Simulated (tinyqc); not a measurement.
Ballistic Schottky-barrier transistor with a one-dimensional channel, WKB contacts: one step of the calculation.

Source Fermi level 0, drain Fermi level -Vd. Far from the contacts Ec = pn - psi, and the gate moves psi one to one; the band edges relax as exp(-x/lam) from pn at the source and pn - Vd at the drain; Ev = Ec - Eg. A carrier of energy w inside the channel band meets at a contact a barrier of height D (the contact edge beyond the channel edge): T = 1 for w >= D, else exp(-S), S = 4 lam sqrt(m/C) [sqrt(D - w) - sqrt(w) arctan sqrt((D - w)/w)], C = hbar^2/(2 m0). The two contacts combine as Ts Td/(Ts + Td - Ts Td).

Problem. Transmission of one of the electrons. S and T at both contacts for w = w0, and the tunnelling distance lam ln(D/w) at the higher barrier.

Parameters, values chosen for the exercise; channel values close to those of a silicon nanowire with silicide contacts:
- mn = 0.19 m0 (electron mass)
- lam = 1 nm (screening length at the contacts)
- w0 = 0.46 eV (energy of one carrier inside the channel band)

Constants: q = 1.602176634e-19 C, hbar = 1.054571817e-34 J s, m0 = 9.1093837015e-31 kg, hbar^2/(2 m0) = 0.0380998212 eV nm^2. Results are converted to the units shown.

D for electrons (eV): source 0.79000000, drain 0.74000000

Wanted: S at the source; S at the drain; combined T; tunnelling distance.

Solution.

S at the source = 0.8739
S at the drain = 0.7127
combined T = 0.2911
tunnelling distance = 0.5408 nm

Range of the model: No scattering, image-force lowering, channel charge or band-to-band tunnelling; parabolic kappa overstates S deep in the gap.

tinyqc, about 0.08 s, one thread, Intel Xeon 2.30GHz (shared host): `OMP_NUM_THREADS=1 python tinyqc.py 2390137 2390138 out.jsonl`
